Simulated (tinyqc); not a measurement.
Capacitance measurement on a leaky thin oxide: effects of series resistance and leakage: one step of the calculation.

The device is a capacitance C in parallel with a leakage conductance G, in series with Rs and Ls. An impedance meter reports either a parallel pair (Cp, Gp) from Y = 1/Z = Gp + i w Cp or a series pair (Cs, Rm) from Z = Rm + 1/(i w Cs); w = 2 pi f, dissipation D = Gp/(w |Cp|).

Question. True capacitance and conductance. EOT = 3.9 tox/eox; CET = EOT + zc + zp; C = 3.9 eps0 A/CET; G = Jg A/Vs.

Inputs (values chosen for the exercise); values of the order met in thin-oxide MOS capacitors:

| symbol | value | unit | meaning |
|---|---|---|---|
| eox | 7.3 |  | relative permittivity of the gate insulator (close to silicon nitride) |
| tox | 3.9 | nm | insulator thickness |
| A | 100 | um^2 | gate area |
| zc | 0.45 | nm | oxide-equivalent thickness added by the accumulation layer |
| zp | 0 | nm | oxide-equivalent thickness added by gate depletion |
| Jg | 4.1 | A/cm^2 | gate leakage current density, not matched to the thickness |
| Vs | 0.39 | V | voltage for an e-fold rise of the leakage |

Constants: eps0 = 8.8541878128e-14 F/cm where lengths are in cm. Results are converted to the units shown.

Find: EOT; CET; C; G.

Answer.

EOT = 2.084 nm
CET = 2.534 nm
C = 1.363 pF
G = 10.51 uS

Numbers from tinyqc (`OMP_NUM_THREADS=1 python tinyqc.py 2022182 2022183 out.jsonl`; about 0.01 s on one thread of a shared Intel Xeon 2.30GHz).
